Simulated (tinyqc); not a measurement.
Classical Heisenberg spin chain: exact results, Metropolis, heat-bath and over-relaxation steps, and a Monte Carlo run: one step, computed by the program tinyqc.

E = -J sum_i s_i . s_(i+1) for unit vectors s_i on an open chain; K = J/(k_B T).

Task: Exact results. Each bond angle is independent, so u = <s_i . s_(i+1)> = coth K - 1/K, <s_i . s_(i+n)> = u^n, correlation length xi = -1/ln|u|, energy per bond -J u, heat capacity per bond c/k_B = 1 - K^2/sinh^2 K, and for the long chain chi = mu^2 (1 + u)/(3 k_B T (1 - u)) per spin.

Inputs (values chosen for the exercise, for a model chain of large moments): coupling J = 34 meV; temperature T = 398 K; moment mu = 2.2 mu_B.

Constants: k_B = 8.617333262e-05 eV/K; mu_B = 5.7883818060e-05 eV/T.

Give: K; u; xi; energy per bond; heat capacity; chi over the Curie value; chi.

Result:

K = 0.99134

u = 0.31064

xi = 0.85535 sites

energy per bond = -10.562 meV

heat capacity = 0.27202 k_B/bond

chi over the Curie value = 1.9013

chi = 0.0051768 mu_B/T per spin
